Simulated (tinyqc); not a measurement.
## Gap and screening length from two transmissions

Question. At the source junction of a tunnel FET, T(w) = exp(-S), S = 2 pi lam sqrt(m/(C Eg)) [w + Eg/2 - sqrt(w (w + Eg))], C = hbar^2/(2 m0). Find Eg (between 0.1 and 3 eV) and lam.

Values chosen for this exercise:
- m = 0.077 m0 (band-edge mass of the two-band model)

Constants: q = 1.602176634e-19 C, hbar = 1.054571817e-34 J s, m0 = 9.1093837015e-31 kg, hbar^2/(2 m0) = 0.0380998212 eV nm^2. Results are converted to the units shown.

T(w) at w = 0.1 and 0.27 eV: [8.4163087e-6, 2.2726788e-4]

Solution. The ratio of the two exponents depends on Eg alone and falls steadily with it, which fixes Eg; either exponent then gives lam.

ratio of the two S = 1.393
Eg = 1.330 eV
lam = 3.900 nm

Computed by the program tinyqc: `OMP_NUM_THREADS=1 python tinyqc.py 2620122 2620123 out.jsonl`, one thread of a shared Intel Xeon 2.30GHz, about 0.01 s for the whole run.
